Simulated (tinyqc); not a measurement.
The internal displacement: deformation potentials from a strained empirical pseudopotential.

Diamond lattice, no spin-orbit coupling. Atomic form factor V(q) = a1 (q^2 - a2)/(a3 exp(a4 q^2) - 1) in rydberg with q in 1/bohr, for the unstrained cell. Under a strain e the reciprocal vectors and k go over into (1 + e)^(-1) G, the atoms sit at +/- tau with tau = (1 + e) a (1,1,1)/8 - zeta a (eyz, ezx, exy)/4, and H(G,G') = c |k + G|^2 delta + (V(q)/det(1 + e)) cos(q.tau), q = G - G', with the term q = 0 left out; c = hbar^2/2m0. The basis is fixed before straining: all G with |k + G|^2 up to 16 (2 pi/a)^2. k is given in units of 2 pi/a of the unstrained cell.

Constants: hbar^2/2m0 = 3.80998211 eV angstrom^2; Ry = 13.60569312 eV; a0 (Bohr radius) = 0.5291772105 angstrom.

Inputs chosen for the exercise (out of a larger set: near those of Si; not measured data): a = 5.434 angstrom (lattice constant); A = (0.531, 2.216, 2.042, 0.483) (a1 (Ry bohr^2), a2 (1/bohr^2), a3, a4 (bohr^2)); h = 0.004 (size of the test strain).

Xu of L (level 5, the lowest empty one) and d from exy = eyz = ezx = h for several zeta: Xu = [E(L [111]) - E(L [1-1-1])]/((8/3) h), d = (single valence level - pair)/(3 sqrt(3) h). zeta = 0 strains the bonds with the lattice; zeta = 1 keeps all four bond lengths equal to first order.

Results:

| zeta | Xu (L) (eV) | d (eV) |
|---|---|---|
| 0.00 | 10.77 | 1.06 |
| 0.25 | 11.24 | -1.32 |
| 0.50 | 11.73 | -3.71 |
| 0.60 | 11.93 | -4.66 |
| 0.75 | 12.23 | -6.09 |
| 1.00 | 12.75 | -8.48 |

From zeta = 0 to 1, d goes from 1.06 to -8.48 eV and Xu (L) from 10.77 to 12.75 eV, both nearly linearly: the displacement is an optical-phonon mode, and d = d(0) - zeta d0/4 gives its deformation potential d0 = 38 eV. Leaving the relaxation out (zeta = 0 for 0.5) moves d by +4.77 eV, which reverses its sign, and Xu (L) by -0.96 eV. Tetragonal strain has no such freedom.

Program tinyqc; command `OMP_NUM_THREADS=1 python tinyqc.py 1850704 1850705 out.jsonl`; about 0.2 s on one thread of a shared Intel(R) Xeon(R) Processor @ 2.30GHz.
